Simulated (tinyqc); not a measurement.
# Time-domain thermoreflectance: layered heat flow under a modulated pulse train, and what the signal ratio measures, step by step

A worked calculation. Computed by tinyqc, a small Python program that keeps every step. Command: `OMP_NUM_THREADS=1 python tinyqc.py 3113247 3113248 out.jsonl tdtr walk`. One thread of a shared host (Intel(R) Xeon(R) Processor @ 2.30GHz), about 0.1 s of CPU time with the checks. Intermediate numbers are printed to about 5 digits and carried at full precision; extremes and crossings named in words are read from the listed rows.

Pulses repeat at 80 MHz; heat is laid down at the surface, all layers are isotropic.

Inputs (values chosen for the exercise, modelled on aluminium on sapphire):
```
quantity                                value        unit
metal thickness d                          71          nm
metal conductivity                        130     W/(m K)
metal heat capacity                      2.42  MJ/(m^3 K)
boundary conductance G under the metal     57  MW/(m^2 K)
substrate conductivity kappa             32.1     W/(m K)
substrate heat capacity C                3.08  MJ/(m^3 K)
modulation frequency f                      2         MHz
spot radius w (1/e^2, pump and probe)      23  micrometre
delay t                                  1700          ps
```

Stack: metal, substrate.

## Length and time scales

Penetration depth sqrt(kappa/(pi f C)); effusivity sqrt(kappa C); cooling time of the metal d C_m/G; Kapitza length kappa/G.

penetration depth = 1.2879 micrometre

effusivity = 9943.2 W s^(1/2)/(m^2 K)

cooling time of the metal = 3014.4 ps

Kapitza length = 563.16 nm

depth over spot radius = 0.055996

## Impedance at k = 0 and the modulation frequency

For radial wave number k and angular frequency W each layer has u = sqrt(4 pi^2 k^2 + i W C/kappa) and gamma = kappa u. Surface impedance from below: Z = 1/gamma for the substrate; a layer of thickness L maps Z to (Z + tanh(u L)/gamma)/(1 + gamma Z tanh(u L)); a boundary adds 1/G. Take k = 0 and W = 2 pi f.

Z of the substrate = 20.061-20.061i m^2 K/GW

Z at the surface = 34.859-21.940i m^2 K/GW

## Response at the modulation frequency

Response per absorbed watt H(W) = 2 pi int_0^(2/w) Z(k, W) exp(-pi^2 k^2 w^2) k dk by 20 Gauss-Legendre points.

H(2 pi f) = 0.020984-0.013109i K/mW

phase of H(2 pi f) = -31.994 degrees

## Signal at one delay

Signal: X + iY = sum_(m = -M..M) H(2 pi (f + m f_r)) exp(i 2 pi m f_r t) exp(-pi (m/M)^2 x 4), f_r = 80 MHz, M = 4000, with H(-W) the complex conjugate of H(W); V_in = X, V_out = Y, ratio = -V_in/V_out.

V_in = 0.035566 K/mW

V_out = -0.013237 K/mW

ratio -V_in/V_out = 2.6869

## Ratio and sensitivities against delay

Sensitivity S = ln(ratio'/ratio)/ln(1.01) for a rise of one input by 1 %.

Ratio and sensitivities:
```
t (ps)   ratio  S to kappa    S to G    S to d   S to C     S to w
100     4.0418     0.41516   0.00065  -0.80706  0.40908  -0.014866
200     3.9216     0.41097  -0.02422  -0.77517  0.40487  -0.014777
400     3.7022     0.40232  -0.06933  -0.71308  0.39616  -0.014616
800     3.3257     0.38473  -0.14671  -0.60076  0.37845  -0.014347
1500    2.8094     0.35428  -0.25323  -0.43333  0.34776  -0.014014
2500    2.2777     0.31252  -0.36012  -0.24255  0.30557  -0.013773
4000    1.7490     0.25486  -0.45054  -0.03603  0.24715  -0.013787
```

The largest sensitivity in size at 100 ps is to d (-0.81). kappa and C enter almost alike, through the effusivity. At 400 ps an error of 3 % in d passes on as 5 % in kappa.

Checks made by the program: steady rise of a bare substrate, 1/(2 sqrt(pi) w kappa), from the same quadrature (relative difference below 1e-10).
